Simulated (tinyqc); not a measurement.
Surface potential of a MOS transistor: implicit equation and explicit approximations: one step of the calculation.

p-type body, charge-sheet picture, depletion and inversion only, full ionisation (an idealisation for deep acceptors), Boltzmann statistics (rough once Na exp(x - xn) passes about Nc/7). In units of Vt: xg = (Vg - Vfb)/Vt, x = psi/Vt, G = gamma/sqrt(Vt), xn = (2 phiF + Vc)/Vt. The implicit equation is (xg - x)^2 = G^2 [x - 1 + exp(x - xn)] for x above about 3. Cox = eps0 eox/tox.

Problem. Potential, charges and gate control. psi = Vt x; N_dep = Cox Vt G sqrt(x - 1)/q; N_inv = (Cox Vt G/q) [sqrt(x - 1 + exp(x - xn)) - sqrt(x - 1)]; dpsi/dVg = 1/[1 + G^2 (1 + exp(x - xn))/(2 (xg - x))].

Inputs (values chosen for the exercise); band and dielectric values close to those of silicon:
```
symbol  value  unit                                                                 meaning
T         350     K                                                             temperature
eox       3.9        relative permittivity of the gate insulator (close to silicon dioxide)
tox        14    nm                                                     insulator thickness
Vc        0.5     V                                                    channel-body voltage
```

Constants: q = 1.602176634e-19 C, kB = 1.380649e-23 J/K, Vt = kB T/q, eps0 = 8.8541878128e-14 F/cm where lengths are in cm. Results are converted to the units shown.

converged x = 48.163741
G = 13.334837
xn = 46.966654
xg = 142.90135

Wanted: psi; N_dep; N_inv; dpsi/dVg.

Solution.

psi = 1.453 V
N_dep = 4.252e12 cm^-2
N_inv = 1.467e11 cm^-2
dpsi/dVg = 0.1982

psi lies 1.2 Vt above 2 phiF + Vc.

Computed by the program tinyqc: `OMP_NUM_THREADS=1 python tinyqc.py 2122129 2122130 out.jsonl`, one thread of a shared Intel Xeon 2.30GHz, about 0.01 s for the whole run.
